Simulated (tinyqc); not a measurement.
Worked calculation: band gaps under pressure and temperature from deformation potentials. Values are carried at full precision from step to step, so a last printed digit may differ when a step is redone from the rounded ones.

Murnaghan: V/V0 = (1 + Bp P/B0)^(-1/Bp), B0 = (C11 + 2 C12)/3. Each gap moves by a ln(V/V0) with its volume potential a, and falls with temperature by aV T^2/(T + bV) (Varshni); the two effects are added. No change of phase is considered.

Values chosen for the exercise (near those of Ge, the X and L potentials typical of such crystals; not measured data):
```
symbol  value                  unit    meaning
C11     130.1                  GPa
C12     48.2                   GPa
Bp      4.46                           pressure derivative of the bulk modulus
P       4                      GPa     pressure
Eg      0.89                   eV      gap at Gamma to the s-like level at 0 K, 0 GPa
EgX     0.917                  eV      gap to X at 0 K, 0 GPa
EgL     0.73                   eV      gap to L at 0 K, 0 GPa
aG      -9.4                   eV      volume potential of the Gamma gap
aX      1.43                   eV      volume potential of the X gap
aL      -4.21                  eV      volume potential of the L gap
aV      (0.569, 0.465, 0.496)  meV/K   Varshni alpha of Gamma, X, L
bV      (280, 243, 242)        K       Varshni beta of Gamma, X, L
T       500                    K       temperature
aT      6.1                    1e-6/K  linear thermal expansion near 300 K
```

## Volume under pressure

Give B0, V/V0, ln(V/V0), the change of the lattice constant and the linear estimate -P/B0.

B0 = 75.50 GPa
V/V0 = 0.95355
ln(V/V0) = -0.04756
change of a = -1.573 %
-P/B0 = -0.05298

The stiffening under pressure makes the compression 10.2 % smaller than the linear estimate.

## Gaps at P and T

Give both shifts and the gaps.

pressure shifts (eV): Gamma 0.4471, X -0.0680, L 0.2002

temperature shifts (eV): Gamma -0.1824, X -0.1565, L -0.1671

gaps (eV): Gamma 1.1547, X 0.6925, L 0.7631

The lowest valley is X (indirect gap), 71 meV below L; at 0 K and 0 GPa it is L.

## Pressure coefficients

Expand in P: E = E0 + c1 P + c2 P^2 with c1 = -a/B0 and c2 = a Bp/(2 B0^2).

c1 (meV/GPa): Gamma 124.50, X -18.94, L 55.76

c2 (meV/GPa^2): Gamma -3.677, X 0.559, L -1.647

Gamma and L rise under pressure and X falls, as the signs of the volume potentials say.

## Pressures at which the valleys cross

Two gaps meet at ln(V/V0) = -(E_i - E_j)/(a_i - a_j), with the gaps at T and P = 0; then P = (B0/Bp)(exp(-Bp ln(V/V0)) - 1). A dash marks expansion or a compression beyond ln(V/V0) = -0.3.

Crossings:
```
pair     E_i - E_j (eV)  ln(V/V0)  P (GPa)
Gamma-X         -0.0529   -0.0049     0.37
Gamma-L          0.1447    0.0279        -
L-X             -0.1977   -0.0350     2.86
```

The lowest valley changes at 2.86 GPa (L to X).

## How much of dE/dT is thermal expansion

At 300 K: dE/dT = -aV T (T + 2 bV)/(T + bV)^2; expansion alone gives 3 aT a; the rest is electron-phonon coupling.

dE/dT (meV/K): Gamma -0.4364, X -0.3719, L -0.3971

from expansion (meV/K): Gamma -0.1720, X 0.0262, L -0.0770

remainder (meV/K): Gamma -0.2644, X -0.3980, L -0.3201

Expansion supplies 39 % of the slope at Gamma and 19 % at L; at X it works against the fall.

## Checks

- Slope of the Gamma gap at P = 0 by finite differences against c1 (meV/GPa): both 124.50.

tinyqc: `OMP_NUM_THREADS=1 python tinyqc.py 1050989 1050990 out.jsonl`; about 0.01 s, one thread, shared Intel(R) Xeon(R) Processor @ 2.30GHz.
